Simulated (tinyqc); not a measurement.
Hole mobility in a silicon inversion layer, empirical terms and Matthiessen rule: effect of the charge at the interface.

Inversion layer of sheet density Ns on a uniformly doped body. The mobility terms are empirical power laws with prefactors chosen for the exercise; adding their inverses (Matthiessen) is itself an approximation.

ni = sqrt(Nc Nv) exp(-Eg/(2 Vt)), Eg in volts; Ndep = sqrt(2 eps0 eps_r Nb (2 Vt ln(Nb/ni) + Vsb)/q); E = q (Ndep + eta Ns)/(eps0 eps_r), in MV/cm. With t = T/(300 K): muC = Ac (Ns/1e12 cm^-2) t/(Nb/1e17 cm^-3 + Nit/1e11 cm^-2), muP = Ap E^(-1/3) t^(-1.75), muS = As E^(-gs); 1/mu is the sum of the inverses.

Values chosen for this exercise; material values close to those of silicon: temperature T = 300 K; band gap Eg = 1.11 eV; relative permittivity of the semiconductor eps_r = 11.8; conduction-band density of states at T Nc = 2.82e19 cm^-3; valence-band density of states at T Nv = 2.69e19 cm^-3; body doping Nb = 1.8e18 cm^-3; reverse body bias Vsb = 0 V; weight of the inversion charge in the effective field eta = 0.3333; phonon-limited mobility at 1 MV/cm and 300 K Ap = 140 cm^2/(V s); roughness-limited mobility at 1 MV/cm As = 511 cm^2/(V s); exponent of the roughness term gs = 1.3; Coulomb prefactor Ac = 1600 cm^2/(V s); inversion density Ns = 9.6e12 cm^-2.

Constants: q = 1.602176634e-19 C, kB = 1.380649e-23 J/K, Vt = kB T/q, eps0 = 8.8541878128e-14 F/cm where lengths are in cm. Results are converted to the units shown.

The same in every row: E (MV/cm) = 1.222; muP (cm^2/(V s)) = 130.9; muS (cm^2/(V s)) = 393.7.

Result of one run:
```
muC (cm^2/(V s)),mu (cm^2/(V s))
848.6,88.07
```

Which charge at the interface Nit gave this result: 1e10, 1e11, 3.2e12 or 1e13 cm^-2?

Nit = 1e10 cm^-2.

The whole series:
```
Nit (cm^-2),muC (cm^2/(V s)),mu (cm^2/(V s))
1e10,848.6,88.07
3.2e10,838.4,87.96
1e11,808.4,87.62
3.2e11,724.5,86.53
1e12,548.6,83.34
3.2e12,307.2,74.45
1e13,130.2,56.00
```

As Nit goes from 1e10 to 1e13 cm^-2, E stays at 1.22 MV/cm and mu falls from 88.1 to 56.0 cm^2/(V s). The smallest term is the phonon one in the first row and the Coulomb one in the last.

tinyqc, about 0.01 s, one thread, Intel Xeon 2.30GHz (shared host): `OMP_NUM_THREADS=1 python tinyqc.py 2510073 2510074 out.jsonl`
